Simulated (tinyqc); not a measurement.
Free and nearly free electrons in a metal: one step. The Fermi sphere. Two cases, with inputs chosen for the exercise.

Question. Evaluate the free-electron quantities.

The cubic cell holds 2 atoms: n = 2 z/a^3, kF = (3 pi^2 n)^(1/3), EF = c kF^2/m, vF = 2 c kF/(m hbar), c = hbar^2/2m0; rs = (3/(4 pi n))^(1/3)/a0; D(EF) = 3 n/(2 EF).

Constants: hbar^2/2m0 = 3.80998211 eV angstrom^2; hbar = 6.58211957e-16 eV s; a0 (Bohr radius) = 0.5291772105 angstrom.

Give: n; kF; EF; vF; rs; D(EF) per atom.

Case 1.

Values chosen (out of a larger set: near those of W, whose d bands this model ignores; not measured data): a = 3.163 angstrom (bcc lattice constant); z = 2 (free electrons an atom); m = 1 m0 (mass).

Answer.

n = 0.12640 1/angstrom^3
kF = 1.5526 1/angstrom
EF = 9.184 eV
vF = 1.797e+06 m/s
rs = 2.336
D(EF) per atom = 0.3266 1/eV

Case 2.

Values chosen (out of a larger set: near those of W, whose d bands this model ignores; not measured data): a = 3.143 angstrom (bcc lattice constant); z = 2 (free electrons an atom); m = 1 m0 (mass).

Answer.

n = 0.12883 1/angstrom^3
kF = 1.5625 1/angstrom
EF = 9.302 eV
vF = 1.809e+06 m/s
rs = 2.321
D(EF) per atom = 0.3225 1/eV

Computed by tinyqc, one run a case: `OMP_NUM_THREADS=1 python tinyqc.py N N+1 out.jsonl` with N = 1651728, 1652313; one thread of a shared Intel(R) Xeon(R) Processor @ 2.30GHz, about 0.01 s a run at most.
